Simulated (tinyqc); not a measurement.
One level coupled to a phonon between two leads, self-consistent Born approximation: one step of the calculation.

Wide-band leads with mu_L = +V/2 and mu_R = -V/2; phonons in equilibrium, Nq = 1/(exp(w0/kB T) - 1). Scattering links only energies that differ by w0, so a ladder E_k = E1 + k w0 closes on itself; terms that reach past its ends are dropped. Gn and Gp are the electron and hole parts of the spectral function A = Gn + Gp.

Task. Green functions. |G|^2 = 1/[(E - ed)^2 + (GL + GR + Sin + Sout)^2/4], Gn = |G|^2 (GL fL + GR fR + Sin), Gp = |G|^2 (GL (1 - fL) + GR (1 - fR) + Sout), f = 1/(1 + exp((E - mu)/kB T)). On a single ladder the real part of the phonon self-energy, which needs all energies, is left out.

Parameters, values chosen for the exercise: temperature of leads and phonons T = 300 K; level ed = -24 meV; coupling to the left lead GL = 23 meV; coupling to the right lead GR = 24 meV; bias V = 139 mV.

Constants: q = 1.602176634e-19 C, kB = 1.380649e-23 J/K, Vt = kB T/q. Results are converted to the units shown.

```
rung,E (meV),Sin (meV),Sout (meV)
0,-103,3.2123904,0.29538685
1,-67,10.424956,2.0341953
2,-31,4.4328556,2.1705264
3,5,3.3328210,7.8406958
4,41,1.1106015,4.1435130
5,77,0.20577215,1.3840559
```

Find: Gn after iteration 1; Gp after iteration 1.

Result.

```
rung,Gn after iteration 1 (1/meV),Gp after iteration 1 (1/meV)
0,0.006546,7.968e-4
1,0.01637,0.005390
2,0.04091,0.02895
3,0.01532,0.01916
4,0.003812,0.006836
5,9.389e-4,0.003564
```

Range of the model: The self-consistent Born approximation keeps only non-crossing phonon lines and no Hartree shift; it is rough once the coupling nears the phonon energy.

Program tinyqc, `OMP_NUM_THREADS=1 python tinyqc.py 2720110 2720111 out.jsonl`; Intel Xeon 2.30GHz, shared host, one thread, about 0.2 s.
